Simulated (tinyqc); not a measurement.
The integration grid: Kohn-Sham TPSS on finer and finer grids in the 3-21g basis, for H2, spin multiplicity 3. Computed by the program tinyqc with PySCF. 

Geometry (angstrom):
```
atom       x       y       z
H     0.0000  0.0000  0.0000
H     0.0000  0.0000  1.0020
```

Self-consistent on each grid; the net force on the molecule should vanish.

Kohn-Sham energy on Becke grids (radial x angular points per atom):
```
grid       points  residual of the electron count  E (hartree)  E - finest (mhartree)  largest net force without grid terms (hartree/bohr)
10 x 14       274                        1.01e-02     -0.86914               -1.39947                                             3.11e-15
15 x 26       770                        6.68e-03     -0.86939               -1.65269                                             5.55e-17
20 x 50      1986                       -1.08e-04     -0.86771                0.03304                                             1.67e-15
30 x 86      5141                       -2.79e-05     -0.86772                0.02252                                             8.88e-16
50 x 194    19367                        1.60e-07     -0.86774               -0.00022                                             8.60e-16
75 x 302    45248                       -7.56e-09     -0.86774                0.00000                                             2.78e-16
120 x 590  141397                        3.37e-12     -0.86774                0.00000                                             2.22e-16
```

The energy is within 0.1 mhartree of the finest grid first at 20 x 50. The error has both signs, since quadrature is not variational. The net force vanishes by symmetry here, so only the electron count signals a poor grid.
